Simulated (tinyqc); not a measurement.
Self-heating of a transistor with one or more fingers, with temperature-dependent conductivity. Inputs raised by 10 %, one at a time. Computed by tinyqc, a small Python program. Command: `OMP_NUM_THREADS=1 python tinyqc.py 3006612 3006613 out.jsonl selfheat sens`. One thread of a shared host (Intel(R) Xeon(R) Processor @ 2.30GHz), about 0.1 s of CPU time with the checks.

N long parallel fingers lie on the top face of a slab whose bottom is held at T_0; the top is otherwise insulated, and heat flows in two dimensions. P in W/mm is 1000 P in W/m.

Inputs (values chosen for the exercise, modelled on silicon carbide): conductivity at the base temperature kappa_0 = 288 W/(m K); exponent m in kappa ~ T^-m = 1.48; base temperature T_0 = 358 K; power per gate width P = 1.2 W/mm; fingers N = 8; finger pitch s = 23 micrometre; width of the heat source w = 0.26 micrometre; substrate thickness t = 190 micrometre; phonon free path Lambda = 130 nm.

Power: fixed power.

Method:
- A line source of power P on the top face raises the top at distance x by (P/(pi kappa_0)) g(x), g(x) = -ln tanh(pi x/(4 t)) (the image sum for the slab). On a strip of width w the centre sees the mean of g over the strip, g_0 = 1 + ln(8 t/(pi w)) for w much below t.
- theta_i = (P/(pi kappa_0)) [g_0 + sum over j != i of g(|i - j| s)], with equal powers and constant conductivity; thermal resistance = largest theta/P.
- Kirchhoff transformation for kappa = kappa_0 (T/T_0)^-m: T = T_0 [1 - (m - 1) theta/T_0]^(-1/(m - 1)), where theta is the linear rise.
- The bracket vanishes at the power P T_0/((m - 1) theta).
- Near a source smaller than the free path, Fourier's law overstates the flow. Rough estimate: a strip that emits phonons into a half space adds a resistance times area of 4 Lambda/(3 kappa_0), from the ballistic flux C v Delta T/4 with kappa_0 = C v Lambda/3, so Delta T_b = 4 Lambda P/(3 kappa_0 w); Knudsen number Lambda/w.

Runs:
```
input moved                                             from     to  thermal resistance (K mm/W)  true rise (K)  ballistic rise Delta T_b (K)  true rise / linear rise
base run                                                   -      -                       22.282         28.292                        2.7778                   1.0581
conductivity at the base temperature kappa_0 (W/(m K))   288  316.8                       20.257         25.586                        2.5253                   1.0526
exponent m in kappa ~ T^-m                              1.48  1.628                       22.282         28.461                        2.7778                   1.0644
power per gate width P (W/mm)                            1.2   1.32                       22.282         31.302                        3.0556                   1.0642
finger pitch s (micrometre)                               23   25.3                       21.574         27.343                        2.7778                   1.0562
width of the heat source w (micrometre)                 0.26  0.286                       22.177         28.151                        2.5253                   1.0578
substrate thickness t (micrometre)                       190    209                       23.100         29.393                        2.7778                   1.0603
phonon free path Lambda (nm)                             130    143                       22.282         28.292                        3.0556                   1.0581
```

Exponents ln(y'/y) / ln(x'/x):
```
input                                         thermal resistance  true rise  ballistic rise Delta T_b  true rise / linear rise
conductivity at the base temperature kappa_0              -1.000     -1.055                        -1                   -0.055
exponent m in kappa ~ T^-m                                 0.000      0.062                         0                    0.062
power per gate width P                                     0.000      1.061                         1                    0.061
finger pitch s                                            -0.339     -0.358                         0                   -0.019
width of the heat source w                                -0.050     -0.053                        -1                   -0.003
substrate thickness t                                      0.378      0.401                         0                    0.022
phonon free path Lambda                                    0.000      0.000                         1                    0.000
```

Which inputs matter most for each result?

Among the inputs moved here: thermal resistance answers most in size to conductivity at the base temperature kappa_0 (exponent -1.000), next to substrate thickness t (+0.378); its exponent is below 0.0005 for exponent m in kappa ~ T^-m, power per gate width P, phonon free path Lambda. Its exponent -1.000 in conductivity at the base temperature kappa_0: the linear problem scales as 1/kappa_0. Its exponent 0.000 in power per gate width P: R is defined for the linear problem. True rise answers most in size to power per gate width P (exponent +1.061), and about equally to conductivity at the base temperature kappa_0 (-1.055); its exponent is below 0.0005 for phonon free path Lambda. Ballistic rise Delta T_b answers most in size to conductivity at the base temperature kappa_0 (exponent -1.000), and about equally to power per gate width P (+1.000), phonon free path Lambda (+1.000), width of the heat source w (-1.000); its exponent is below 0.0005 for exponent m in kappa ~ T^-m, finger pitch s, substrate thickness t. Its exponent -1.000 in width of the heat source w: the ballistic term goes as the flux P/w. True rise / linear rise answers most in size to exponent m in kappa ~ T^-m (exponent +0.062), and about equally to power per gate width P (+0.061); its exponent is below 0.0005 for phonon free path Lambda.

Caution (rows phonon free path Lambda): the source is narrower than two phonon free paths, so the Fourier result understates the rise at the source.
